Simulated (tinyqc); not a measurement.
What each parameter does: six-band Luttinger-Kohn model with strain.

Six-band Luttinger-Kohn model in the basis |3/2,3/2>, |3/2,1/2>, |3/2,-1/2>, |3/2,-3/2>, |1/2,1/2>, |1/2,-1/2>, electron energies, zero at the top of the unstrained valence band. H = -[rows: (P+Q, -S, R, 0, -S/r2, r2 R); (-S*, P-Q, 0, R, -r2 Q, r32 S); (R*, 0, P-Q, S, r32 S*, r2 Q); (0, R*, S*, P+Q, -r2 R*, -S*/r2); (-S*/r2, -r2 Q, r32 S, -r2 R, P+Dso, 0); (r2 R*, r32 S*, r2 Q, -S/r2, 0, P+Dso)], r2 = sqrt(2), r32 = sqrt(3/2). Levels are twofold.

P = c g1 k^2 - av tr(e); Q = c g2 (kx^2 + ky^2 - 2 kz^2) - (b/2)(exx + eyy - 2 ezz); R = c sqrt3 [-g2 (kx^2 - ky^2) + 2i g3 kx ky] + (sqrt3/2) b (exx - eyy) - i d exy; S = 2 c sqrt3 g3 (kx - i ky) kz - d (exz - i eyz); c = hbar^2/2m0, e the strain tensor (not engineering shear).

s11 = (C11 + C12)/((C11 - C12)(C11 + 2 C12)), s12 = -C12/((C11 - C12)(C11 + 2 C12)), s44 = 1/C44; exx = s11 sxx + s12 (syy + szz) and cyclic, exy = s44 sxy/2; tension is positive. A uniaxial stress X along the unit vector n is s_ij = X n_i n_j.

Constants: hbar^2/2m0 = 3.80998211 eV angstrom^2.

Inputs chosen for the exercise (near those of Ge; shifted at random, so the results belong to these values and not to a real crystal):
- Dso = 0.296 eV (spin-orbit splitting)
- g1 = 13.33 (Luttinger gamma1)
- g2 = 4.24 (gamma2)
- g3 = 5.72 (gamma3)
- av = 1.17 eV (valence hydrostatic potential)
- b = -2.65 eV (tetragonal shear potential)
- d = -5 eV (trigonal shear potential)
- C11 = 134.3 GPa
- C12 = 48.1 GPa
- C44 = 63.4 GPa
- load = uniaxial [100] (kind of stress)
- X = 0.29 GPa (stress)

Edges at k = 0 under a uniaxial [100] stress X and the curvature mass of the top pair along [110] (step 0.0002 1/angstrom).

One parameter was then changed.

Results before and after:
```
case     top (eV)  second (eV)  third (eV)  mass (m0)
base       0.0104      -0.0069     -0.2951      0.089
changed    0.0104      -0.0070     -0.3540      0.089
```

Which of these changes was made? (a) Dso = 0.355 eV; (b) av = 1.404 eV; (c) g1 = 15.996; (d) g3 = 4.576; (e) X = 0.232 GPa; (f) b = -2.12 eV; (g) g2 = 5.088.

Answer: (a) Dso = 0.355 eV. Of the candidates, run in turn, only this one gives the changed row.

All candidates:
```
case            top (eV)  second (eV)  third (eV)  mass (m0)
base              0.0104      -0.0069     -0.2951      0.089
X = 0.232 GPa     0.0083      -0.0056     -0.2952      0.089
g1 = 15.996       0.0104      -0.0069     -0.2951      0.072
av = 1.404 eV     0.0107      -0.0066     -0.2948      0.089
Dso = 0.355 eV    0.0104      -0.0070     -0.3540      0.089
g3 = 4.576        0.0104      -0.0069     -0.2951      0.089
b = -2.12 eV      0.0086      -0.0053     -0.2949      0.089
g2 = 5.088        0.0104      -0.0069     -0.2951      0.093
```

The Luttinger parameters multiply k^2 and cannot move the edges; av shifts all edges alike and leaves the mass.

(tinyqc, `OMP_NUM_THREADS=1 python tinyqc.py 1080556 1080557 out.jsonl`, Intel(R) Xeon(R) Processor @ 2.30GHz, 1 thread, shared host, about 0.09 s.)
